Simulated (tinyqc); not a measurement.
Tight binding, honeycomb lattice, step by step. One step of it, computed by the program tinyqc.

Question. Levels at k. Diagonalise the Hermitian matrix.

H(k) at k (eV):
```
                    A                   B
A           -1.351926  1.696958+0.440212i
B  1.696958-0.440212i            0.085145
```

Give: eigenvalues; weights |c|^2 of the basis functions.

Answer.

eigenvalues (eV): -2.5281  1.2613

weights |c|^2 of the basis functions:
```
   band 1  band 2
A  0.6896  0.3104
B  0.3104  0.6896
```
